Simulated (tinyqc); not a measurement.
Small-signal admittance of a forward-biased p+-n diode: two steps of the calculation.

Holes injected into a neutral base of width wb with an ohmic contact at its end; low injection, p0 far above the equilibrium density. A small voltage v exp(i w t), w = 2 pi f, modulates the edge density by p0 v/Vt, and the small-signal density obeys Dp d2p/dx2 = (1/tau + i w) p.

Inputs (values chosen for the exercise); permittivity close to that of gallium arsenide:

| symbol | value | unit | meaning |
|---|---|---|---|
| T | 275 | K | temperature |
| eps_r | 12.9 |  | relative permittivity |
| Nd | 5.1e15 | cm^-3 | donor density of the base |
| Dp | 6.2 | cm^2/s | hole diffusion coefficient |
| tau | 1e-7 | s | hole lifetime |
| wb | 17 | um | width of the neutral base |
| p0 | 1.4e12 | cm^-3 | excess hole density at the junction edge |
| Na | 1e19 | cm^-3 | acceptor density of the p+ side |
| f | 3.3e5 | Hz | signal frequency |

Constants: q = 1.602176634e-19 C, kB = 1.380649e-23 J/K, Vt = kB T/q, eps0 = 8.8541878128e-14 F/cm where lengths are in cm. Results are converted to the units shown.

Problem 1. Closed-form admittance. L = sqrt(Dp tau); direct current J = (q Dp p0/L) coth(wb/L); k = sqrt(1 + i w tau)/L; diffusion admittance Y = (q Dp p0/Vt) k coth(k wb) = G + i w C_diff; junction capacitance C_j = sqrt(q eps0 eps_r Nd/(2 Vr)) in the depletion approximation, with the remaining barrier Vr = Vt ln(Na/p0), a rough value under forward bias; base-width modulation is left out.

Wanted: L; J; k wb; Y; C_diff; C_j.

Solution 1.

L = 7.8740 um
J = 0.0018139 A/cm^2
k wb = 2.1705+0.2226i
Y = 0.076791+0.007007i S/cm^2
C_diff = 0.0033796 uF/cm^2
C_j = 0.035324 uF/cm^2

G is 1.00 times its low-frequency value J/Vt, and C_diff is 0.0957 times C_j.

Problem 2. The same by finite differences. 6 equal intervals, h = wb/6; u = small-signal density over its edge value, u_0 = 1, u_6 = 0; u_(i-1) + b u_i + u_(i+1) = 0 with b = -2 - h^2 (1/tau + i w)/Dp; Y = (q Dp p0/(Vt h)) (-b/2 - u_1), which includes the half box at the edge.

Wanted: b; u; Y on the mesh.

Solution 2.

b = -2.1295-0.0268i
u, node 1 to 5: 0.68791-0.02217i  0.46549-0.02873i  0.30411-0.02653i  0.18282-0.01959i  0.08572-0.01028i
Y on the mesh = 0.078050+0.007372i S/cm^2

tinyqc, about 0.01 s, one thread, Intel Xeon 2.30GHz (shared host): `OMP_NUM_THREADS=1 python tinyqc.py 2890191 2890192 out.jsonl`
